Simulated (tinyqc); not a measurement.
Hopping conduction between localised states: one step, computed by the program tinyqc. Command: `OMP_NUM_THREADS=1 python tinyqc.py 3016728 3016729 out.jsonl hop walk`. One thread of a shared host (Intel(R) Xeon(R) Processor @ 2.30GHz), about 0.01 s of CPU time with the checks.

Energies are counted from the Fermi level. A small network shows the mechanism; the laws of an infinite system follow.

Problem. Critical path. Critical exponent s_c: the smallest value such that bonds with s_ij <= s_c connect site 1 with site 8.

Inputs (values chosen for the exercise, for a model defective oxide): temperature T = 110 K.

Dimension: 3D.

s_ij, lower triangle (symmetric):
```
          1         2         3         4         5        6        7        8
1   0.00000
2   7.04913   0.00000
3   8.57536   5.94922   0.00000
4  10.67604   9.80705   8.37448   0.00000
5  15.55621  12.06113   9.51867  10.07276   0.00000
6  16.86281  16.40345  13.66587   9.47093   7.82862  0.00000
7  20.81545  19.96513  17.99237  12.21452  13.24073  8.06767  0.00000
8  20.81803  19.46179  17.24024  14.06810  11.82636  7.68427  7.70998  0.00000
```

Give: critical exponent s_c.

Solution.

critical exponent s_c = 9.471
